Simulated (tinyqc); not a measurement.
Reset of a mushroom phase-change cell, hemispherical electro-thermal model: two steps of the calculation.

Current spreads from a hemispherical contact of radius r0 into a large dome with constant rho and ka: j = I/(2 pi r^2). With s = r0/r the steady rise is T - T0 = c (b s - s^2), c = I^2 rho/(8 pi^2 ka r0^2). The heat lost through the heater, (T(r0) - T0)/Rh, fixes b = (2 + g)/(1 + g), g = 1/(2 pi ka r0 Rh).

Parameters, values chosen for the exercise; values of the order of Ge-Sb-Te and related chalcogenides: ambient temperature T0 = 300 K; melting point Tm = 882 K; radius of the heater contact r0 = 9 nm; resistivity of the hot chalcogenide rho = 4.8 mohm cm; its thermal conductivity ka = 0.77 W/(m K); thermal resistance of the path through the heater Rh = 40 K/uW; reset current I = 310 uA.

Problem 1. Constants and melting current. The peak lies at s = b/2 with the rise c b^2/4; melting starts at the current where that equals Tm - T0, and the molten shell spans the roots of s^2 - b s + (Tm - T0)/c = 0 (s at most 1). Electrical resistance rho/(2 pi r0).

Give: g; b; resistance; radius of the peak; melting current; power at that current.

Solution 1.

g = 0.57415
b = 1.6353
resistance = 0.84883 kohm
radius of the peak = 11.007 nm
melting current = 298.86 uA
power at that current = 75.814 uW

Problem 2. Temperature profile and molten shell. 

r, point 0 to 7 (nm): [9, 10.3, 12.2, 14.4, 18, 23.4, 31.5, 45]
b = 1.6352627

Find: c; T; peak T; inner radius of the melt; outer radius of the melt.

Solution 2.

c = 936.7 K
T, point 0 to 7 (K): [895.0, 923.2, 920.2, 891.4, 831.7, 750.6, 661.2, 568.9]
peak T = 926.2 K
inner radius of the melt = 9.000 nm
outer radius of the melt = 14.99 nm

The melt reaches the contact.

Range of the model: Constant properties, no latent heat, thermoelectric terms, boundary resistance or heating in the heater itself.

Computed by the program tinyqc: `OMP_NUM_THREADS=1 python tinyqc.py 2490054 2490055 out.jsonl`, one thread of a shared Intel Xeon 2.30GHz, about 0.01 s for the whole run.
